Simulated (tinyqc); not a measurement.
A square-lattice strip 2 sites wide in a magnetic flux, recursive Green functions: two steps of the calculation.

The device has N = 5 slices of 2 site(s), nearest-neighbour hopping -t, and site energies U; the leads are semi-infinite continuations with site energy 0 and no flux. The hopping from slice i to i + 1 inside the device carries the phase exp(2 pi i f j) on row j = 1, 2, ...: V = <i+1|H|i> = -t diag(exp(2 pi i f j)).

Inputs (values chosen for the exercise): hopping (matrix element -t) t = 1 eV; site energies, slice by slice (2 a slice) U = [0.39, 0.89, 1.13, 0.7, -1.19, 1.02, 0.83, -0.75, 1.03, 0.57] eV; energy E = -2.21 eV.

Question 1. Slice 1. Forward pass: g_1 = (E - H_1 - Sigma)^(-1), g_i = (E - H_i - V g_(i-1) V^dagger)^(-1), with Sigma also subtracted on the last slice; G_(i,1) = g_i V G_(i-1,1), starting from g_1. H_i is the block of slice i: its site energies on the diagonal and -t between neighbouring rows.

Sigma (eV):
```
	1	2
1	-0.47730083-0.39811274i	-0.12769917-0.39811274i
2	-0.12769917-0.39811274i	-0.47730083-0.39811274i
```

Give: g_1.

Answer 1.

g_1 (1/eV):
```
	1	2
1	-0.47200-0.21357i	-0.14243-0.18510i
2	-0.14243-0.18510i	-0.39008-0.16042i
```

Question 2. Transmission and its channels. T(E) = Tr[Gamma G_(N,1) Gamma G_(N,1)^dagger]. The non-zero eigenvalues T_n of the matrix under the trace are the channel transmissions; Fano factor sum T_n (1 - T_n)/sum T_n.

G_(5,1) (1/eV):
```
	1	2
1	-0.10078198-0.06092240i	-0.07998566-0.07466852i
2	-0.16229099-0.09922521i	-0.12044295-0.12361932i
```

Gamma (eV):
```
	1	2
1	0.79622547	0.79622547
2	0.79622547	0.79622547
```

Give: T(E); T_n; Fano factor.

Answer 2.

T(E) = 0.2176
T_n: 0.2176
Fano factor = 0.7824

With 1 open mode(s) in the leads T(E) cannot exceed 1. Inverting the whole matrix gives the same value.

Program tinyqc, `OMP_NUM_THREADS=1 python tinyqc.py 2660043 2660044 out.jsonl`; Intel Xeon 2.30GHz, shared host, one thread, about 0.01 s.
